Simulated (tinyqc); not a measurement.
Inside a calculation. Method: sp3 tight binding, zinc-blende lattice. One step of it, computed by the program tinyqc.

Problem. Levels at k. Diagonalise the Hermitian matrix.

H(k) at k (eV), order a s, a px, a py, a pz, c s, c px, c py, c pz:
$$\begin{pmatrix}
-13.950000 & 0.000000 & 0.000000 & 0.000000 & -5.467232+0.038531i & -0.253169+0.320982i & -0.066472+1.222505i & -0.115561+0.703203i \\
0.000000 & -5.760000 & 0.000000 & 0.000000 & 0.253169-0.320982i & 1.325390-0.009341i & -0.133908+0.814848i & -0.077026+1.416597i \\
0.000000 & 0.000000 & -5.760000 & 0.000000 & 0.066472-1.222505i & -0.133908+0.814848i & 1.325390-0.009341i & -0.293363+0.371943i \\
0.000000 & 0.000000 & 0.000000 & -5.760000 & 0.115561-0.703203i & -0.077026+1.416597i & -0.293363+0.371943i & 1.325390-0.009341i \\
-5.467232-0.038531i & 0.253169+0.320982i & 0.066472+1.222505i & 0.115561+0.703203i & -13.950000 & 0.000000 & 0.000000 & 0.000000 \\
-0.253169-0.320982i & 1.325390+0.009341i & -0.133908-0.814848i & -0.077026-1.416597i & 0.000000 & -5.760000 & 0.000000 & 0.000000 \\
-0.066472-1.222505i & -0.133908-0.814848i & 1.325390+0.009341i & -0.293363-0.371943i & 0.000000 & 0.000000 & -5.760000 & 0.000000 \\
-0.115561-0.703203i & -0.077026-1.416597i & -0.293363-0.371943i & 1.325390+0.009341i & 0.000000 & 0.000000 & 0.000000 & -5.760000
\end{pmatrix}$$

Give: eigenvalues; weights |c|^2 of the basis functions.

Solution.

eigenvalues (eV): [-19.5600, -9.5422, -7.8706, -7.5953, -6.4998, -4.1214, -3.7385, -3.5323]

weights |c|^2 of the basis functions, order a s, a px, a py, a pz, c s, c px, c py, c pz:
$$\begin{pmatrix}
0.4953 & 0.3247 & 0.0026 & 0.0103 & 0.1593 & 0.0017 & 0.0012 & 0.0048 \\
0.0003 & 0.0299 & 0.3893 & 0.0347 & 0.0591 & 0.0100 & 0.1576 & 0.3192 \\
0.0033 & 0.0973 & 0.0284 & 0.1114 & 0.2551 & 0.4302 & 0.0212 & 0.0532 \\
0.0011 & 0.0482 & 0.0796 & 0.3435 & 0.0265 & 0.0582 & 0.3201 & 0.1228 \\
0.4953 & 0.3247 & 0.0026 & 0.0103 & 0.1593 & 0.0017 & 0.0012 & 0.0048 \\
0.0003 & 0.0299 & 0.3893 & 0.0347 & 0.0591 & 0.0100 & 0.1576 & 0.3192 \\
0.0033 & 0.0973 & 0.0284 & 0.1114 & 0.2551 & 0.4302 & 0.0212 & 0.0532 \\
0.0011 & 0.0482 & 0.0796 & 0.3435 & 0.0265 & 0.0582 & 0.3201 & 0.1228
\end{pmatrix}$$
